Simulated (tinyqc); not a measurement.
Off-state leakage of single and stacked transistors: one step of the calculation.

n-channel devices of unit width. Subthreshold current I(Vg, Vs, Vd) = I0 (T/300 K)^0.5 exp[(Vg - Vs - VT(T) - gb (Vs - Vb) + dd (Vd - Vs))/(nf Vt)] (1 - exp(-(Vd - Vs)/Vt)), VT(T) = VT - cT (T - 300 K). Gate-edge tunnelling Ig (Vd/1 V) exp(ag (Vd - 1 V)), for a gate at 0 V, and band-to-band leakage Ab u exp(-Bb/u), u = Vd - Vb + 1 V, flow at a drain held at V; both are taken as independent of T. In a stack of off transistors (all gates at 0 V) the same subthreshold current passes through each.

Problem. Leakage of one transistor. Vg = Vs = 0, Vd = V; effective threshold VT(T) - gb Vb - dd V.

Inputs (values chosen for the exercise); values of the order met in bulk silicon logic transistors:
```
symbol   value       unit                                             meaning
T          378          K                                         temperature
V            1          V                                      supply voltage
VT         0.3          V        threshold at 300 K, zero drain and body bias
cT         0.5       mV/K              fall of the threshold with temperature
I0        0.14      uA/um                       current at threshold at 300 K
nf         1.5                                                   slope factor
dd        0.11                                drain-induced lowering per volt
gb        0.17             rise of the threshold per volt of source-body bias
Ig      0.0001      uA/um                 gate-edge tunnelling current at 1 V
ag         3.4        1/V               exponential slope of the gate current
Ab          50  uA/(um V)      prefactor of band-to-band leakage at the drain
Bb          22          V                             its exponential voltage
Vb        -0.6          V                                        body voltage
```

Constants: q = 1.602176634e-19 C, kB = 1.380649e-23 J/K, Vt = kB T/q. Results are converted to the units shown.

Find: effective threshold; parts; total; shares.

Solution.

effective threshold = 0.2530 V
parts (nA/um): subthreshold 0.8862, gate edge 0.1000, band-to-band 27.49
total = 28.47 nA/um
shares (%): subthreshold 3.112, gate edge 0.3512, band-to-band 96.54

The band-to-band part is the largest.

tinyqc, about 0.03 s, one thread, Intel Xeon 2.30GHz (shared host): `OMP_NUM_THREADS=1 python tinyqc.py 2242029 2242030 out.jsonl`
